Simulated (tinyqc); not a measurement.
Worked calculation: Rayleigh-quotient iteration on a symmetric matrix. One step of it, computed by the program tinyqc.

Question. Step 1. solve (A - shift) w = v; v' = w/|w| with its largest component positive (the first on a tie); lambda = v'^T A v'; the next shift is lambda.

A:
```
[[0.117000, -0.649000, 0.319000, 0.207000],
 [-0.649000, 0.144000, 0.616000, 0.143000],
 [0.319000, 0.616000, 1.188000, 0.986000],
 [0.207000, 0.143000, 0.986000, 1.433000]]
```

vector v at the start: [0.500000, 0.500000, 0.500000, 0.500000]

shift = 1.430000

Give: vector after step 1; Rayleigh quotient after step 1.

Answer.

vector after step 1: [-0.1765, 0.0232, 0.6106, 0.7717]

Rayleigh quotient after step 1 = 2.1319
